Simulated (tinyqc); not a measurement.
Planar ballistic transistor, top-of-the-barrier model: two steps of the calculation.

At the top of the source barrier, states moving towards the drain are filled by the source (Fermi level 0) and states moving back by the drain (Fermi level -q Vd); nothing scatters. U is the shift of the band edge there, set by the capacitances CG, CD and CS (the total) and by the charge. Parabolic two-dimensional band; the source is grounded.

Inputs (values chosen for the exercise); mass and valleys close to those of gallium arsenide:
- T = 350 K (temperature)
- m = 0.0703 m0 (effective mass)
- gv = 1 (valley degeneracy)
- eox = 3.9 (relative permittivity of the gate insulator)
- tox = 3.5 nm (insulator thickness)
- aG = 0.76 (gate control CG/CS)
- aD = 0.01 (drain control CD/CS)
- E0 = 0.21 eV (band edge at the barrier top above the source Fermi level at zero bias)
- Vg = 0.5 V (gate voltage)
- Vd = 0.05 V (drain voltage)

Constants: q = 1.602176634e-19 C, kB = 1.380649e-23 J/K, hbar = 1.054571817e-34 J s, m0 = 9.1093837015e-31 kg, Vt = kB T/q, eps0 = 8.8541878128e-14 F/cm where lengths are in cm. Results are converted to the units shown.

Task 1. Density of states, capacitances and charge at zero bias. N0 = gv m kB T/(pi hbar^2), CG = eps0 eox/tox, vT = sqrt(2 kB T/(pi m)), CS = CG/aG, n0 = n at U = 0 and Vd = 0. eta1 = -(E0 + U)/Vt, eta2 = eta1 - Vd/Vt, n = (N0/2)[F_0(eta1) + F_0(eta2)], F_0(x) = ln(1 + exp x). UL = -(aG Vg + aD Vd).

Wanted: N0; CG; CS; n0; UL.

Result 1.

N0 = 8.857e11 cm^-2
CG = 0.9866 uF/cm^2
CS = 1.298 uF/cm^2
n0 = 8.380e8 cm^-2
UL = -0.3805 eV

Task 2. Current, mean velocity and share of the gate voltage. I = q (N0/2) vT [F_(1/2)(eta1) - F_(1/2)(eta2)] per width, F_(1/2)(x) = (2/sqrt(pi)) int_0^infinity u^(1/2)/(1 + exp(u - x)) du. Mean velocity I/(q n). CQ = (q/Vt) dn/d(eta1); the band edge follows the gate as -dU/dVg = aG/(1 + CQ/CS).

converged U = -0.25482612 eV

Find: eta1; n; I; mean velocity; CQ; -dU/dVg.

Result 2.

eta1 = 1.4862
n = 1.0191e12 cm^-2
I = 227.18 uA/um
mean velocity = 1.3914e7 cm/s
CQ = 2.9941 uF/cm^2
-dU/dVg = 0.22986 eV/V

The carriers from the source are near degeneracy (eta1 = 1.49), and the mean velocity is 0.635 times vT = sqrt(2 kB T/(pi m)) = 2.19e7 cm/s. The drain fills a good part of the returning states, which lowers the mean.

Numbers from tinyqc (`OMP_NUM_THREADS=1 python tinyqc.py 2400162 2400163 out.jsonl`; about 0.01 s on one thread of a shared Intel Xeon 2.30GHz).
